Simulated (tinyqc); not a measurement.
# Insulator thickness and V0 from two charges

Question. In an undoped wire Vg - V0 = Q/Cox + Vt ln(Q/Q0) + Vt ln(1 + Q/Q0) at the source, with Q0 = 4 eps0 eps_r Vt/R and Cox = eps0 eox/(R ln(1 + tox/R)). Find Cox, tox and V0.

Parameters, values chosen for the exercise; material values close to those of In0.53Ga0.47As: temperature T = 325 K; relative permittivity of the semiconductor eps_r = 14.1; relative permittivity of the gate insulator eox = 24.5; wire radius R = 3 nm.

Constants: q = 1.602176634e-19 C, kB = 1.380649e-23 J/K, Vt = kB T/q, eps0 = 8.8541878128e-14 F/cm where lengths are in cm. Results are converted to the units shown.

Qs at Vg = 1 and 1.4 V (nC/cm^2): 1036.8505  2520.4381

Answer. The two equations are linear in 1/Cox and V0; tox follows by inverting the logarithm.

Cox = 4.169 uF/cm^2
tox = 14.00 nm
V0 = 0.6961 V

tinyqc, about 0.03 s, one thread, Intel Xeon 2.30GHz (shared host): `OMP_NUM_THREADS=1 python tinyqc.py 2460151 2460152 out.jsonl`
